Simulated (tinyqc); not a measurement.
# Input admittance of a MOSFET at zero drain bias: distributed channel and distributed gate: what changes with what

Source and drain grounded, strong inversion, w = 2 pi f, Cox = eps0 eox/tox. The channel is an RC line of resistance 1/(mu Cox Vo) per square fed from both ends, so one finger has the intrinsic admittance y = i w Cox L tanh(g)/g per width, g = (1/2) sqrt(i w tau), tau = L^2/(mu Vo). The vertical resistance rv/L is in series with y, the overlaps 2 i w Cov in parallel: y_t = 1/(1/y + rv/L) + 2 i w Cov. The gate strip is a line of Rsh/L per length loaded by y_t, so a finger has Y = y_t Wf tanh(k)/k, k = (Wf/sd) sqrt(y_t Rsh/L); the device has Nf Y.

Inputs (values chosen for the exercise); values of the order met in silicon radio-frequency transistors:
```
symbol  value        unit                                                                 meaning
eox       3.9              relative permittivity of the gate insulator (close to silicon dioxide)
tox       1.9          nm                                                     insulator thickness
L         0.9          um                                                          channel length
Wf        8.1          um                                                            finger width
Nf          8                                                                   number of fingers
mu        120  cm^2/(V s)                                                        channel mobility
Vo       0.62           V                                                          gate overdrive
Rsh        19  ohm/square                                            sheet resistance of the gate
rv        2.4    ohm um^2                                  vertical resistivity of the gate stack
sd          1                                       number of ends at which a finger is contacted
Cov      0.18       fF/um                             overlap and fringe capacitance on each side
f          14         GHz                                                               frequency
```

Constants: eps0 = 8.8541878128e-14 F/cm where lengths are in cm. Results are converted to the units shown.

Each table varies one quantity; the others keep the values above.

## Input impedance against frequency

Low-frequency limits, with c = Cox L and ct = c + 2 Cov: R_strip = Rsh Wf/(3 sd^2 L Nf), R_ch = (c/ct)^2 L/(12 mu Cox Vo Wf Nf), R_vert = (c/ct)^2 rv/(L Wf Nf), C = ct Wf Nf. Z = 1/(Nf Y) = R + 1/(i w C), Q = |Im Z|/R, far-point signal |1/cosh k|.

The same in every row: low-frequency R (ohm) = 15.359.

Results:

| f (GHz) | w tau | \|k\| | R (ohm) | C (fF) | Q | signal at the far point |
|---|---|---|---|---|---|---|
| 0.1 | 0.068406 | 0.12062 | 15.359 | 1083.2 | 95.658 | 0.99994 |
| 0.4 | 0.27362 | 0.24119 | 15.358 | 1083.1 | 23.920 | 0.99907 |
| 1 | 0.68406 | 0.38099 | 15.353 | 1082.0 | 9.5810 | 0.99423 |
| 6 | 4.1043 | 0.89984 | 15.155 | 1042.3 | 1.6792 | 0.85240 |
| 20 | 13.681 | 1.3383 | 14.183 | 818.60 | 0.68541 | 0.57278 |
| 40 | 27.362 | 1.5333 | 12.736 | 562.28 | 0.55563 | 0.47522 |
| 100 | 68.406 | 1.9066 | 9.9471 | 306.33 | 0.52231 | 0.35035 |
| 300 | 205.22 | 2.5705 | 7.3875 | 146.79 | 0.48923 | 0.19639 |

Estimate the missing row, f = 2 GHz.

Computed row:

| f (GHz) | w tau | \|k\| | R (ohm) | C (fF) | Q | signal at the far point |
|---|---|---|---|---|---|---|
| 2 | 1.3681 | 0.53699 | 15.333 | 1078.2 | 4.8132 | 0.97771 |

With this row back in the table: R falls from 15.4 to 7.39 ohm and C falls from 1080 to 147 fF. Q goes as f^(-1.00) between the first two rows and f^(-0.06) between the last two, where w tau = 205 and |k| = 2.57. The low-frequency limits hold both R and C within 5 % up to f = 6 GHz among the rows.

## Effect of the gate overdrive

Same model as above.

Effect of the gate overdrive:

| Vo (V) | w tau | \|k\| | R (ohm) | low-frequency R (ohm) | C (fF) | Q | signal at the far point |
|---|---|---|---|---|---|---|---|
| 0.2 | 29.69 | 0.8862 | 25.88 | 32.57 | 576.7 | 0.7617 | 0.7635 |
| 0.35 | 16.96 | 1.052 | 19.72 | 21.68 | 774.8 | 0.7439 | 0.6943 |
| 0.5 | 11.88 | 1.163 | 16.32 | 17.33 | 876.3 | 0.7948 | 0.6590 |
| 0.65 | 9.135 | 1.237 | 14.27 | 14.98 | 926.9 | 0.8592 | 0.6441 |
| 0.8 | 7.422 | 1.285 | 12.93 | 13.52 | 953.7 | 0.9216 | 0.6398 |
| 0.95 | 6.250 | 1.319 | 12.00 | 12.51 | 968.8 | 0.9779 | 0.6410 |
| 1.1 | 5.398 | 1.342 | 11.31 | 11.78 | 977.9 | 1.028 | 0.6447 |
| 1.25 | 4.750 | 1.358 | 10.79 | 11.23 | 983.6 | 1.071 | 0.6496 |

What does the table show?

As Vo goes from 0.2 to 1.25, R falls from 25.9 to 10.8 ohm, C rises from 577 to 984 fF and Q goes from 0.762 through a minimum of 0.744 (at Vo = 0.35 among the rows listed) to 1.07. Only the channel term depends on Vo.

Program tinyqc, `OMP_NUM_THREADS=1 python tinyqc.py 2262199 2262200 out.jsonl`; Intel Xeon 2.30GHz, shared host, one thread, about 0.01 s.
